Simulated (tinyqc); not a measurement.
Barrier height: exchange-split free-electron bands and tunnelling magnetoresistance.

Majority and minority bands E = c k^2/m -/+ Dx/2, c = hbar^2/2m0, so k_up = sqrt(m (EF + Dx/2)/c), k_dn = sqrt(m (EF - Dx/2)/c); n_s = k_s^3/(6 pi^2), D_s = m k_s/(4 pi^2 c).

Barrier: kappa = sqrt(mb phi/c), c = hbar^2/2m0. With a = k1/m, b = k2/m, w = kappa/mb, the transmission at normal incidence is T(k1, k2) = 4 a b w^2/[w^2 (a + b)^2 + (w^2 + a^2)(w^2 + b^2) sinh^2(kappa d)]. Parallel: G_P = T(up, up) + T(dn, dn); antiparallel: G_AP = 2 T(up, dn); TMR = (G_P - G_AP)/G_AP. Julliere: TMR = 2 P^2/(1 - P^2). Slonczewski factor: P_eff = P_k (w^2 - a_up a_dn)/(w^2 + a_up a_dn), P_k = (k_up - k_dn)/(k_up + k_dn).

Constants: hbar^2/2m0 = 3.80998211 eV angstrom^2.

Values chosen for the exercise:
- EF = 3.54 eV (Fermi energy above the mean band bottom)
- Dx = 5.4 eV (exchange splitting)
- m = 0.87 m0 (mass in the electrodes)
- mb = 0.62 m0 (mass in the barrier)
- d = 14.6 angstrom (barrier thickness)

Results:
```
phi (eV)  w (1/angstrom)    P_eff  TMR (%)       G_P
0.20               0.291  -0.3620    29.64    0.0188
0.40               0.412  -0.2808    17.09   0.00294
0.70               0.544  -0.1851     7.09  0.000307
1.0                0.651  -0.1112     2.50  4.71e-05
1.5                0.797  -0.0195     0.08  3.41e-06
2.0                0.920   0.0470     0.44  3.65e-07
3.0                1.127   0.1368     3.82  8.36e-09
4.0                1.301   0.1948     7.89  3.41e-10
6.0                1.594   0.2651    15.12  1.54e-12
10                 2.058   0.3332    24.98  2.83e-16
```

What can be read from this table?

P_eff vanishes where w^2 = a_up a_dn, at phi = 1.63 eV, inside the table; the lowest TMR listed is 0.08 % at 1.5 eV. TMR is 29.6 % at the lowest barrier and 25.0 % at the highest, against 54.6 % for Julliere with P_k; P_eff tends to +P_k for very high barriers and to -P_k for very low ones. G_P falls by 13.8 decades.

tinyqc: `OMP_NUM_THREADS=1 python tinyqc.py 1681686 1681687 out.jsonl`; about 0.01 s, one thread, shared Intel(R) Xeon(R) Processor @ 2.30GHz.
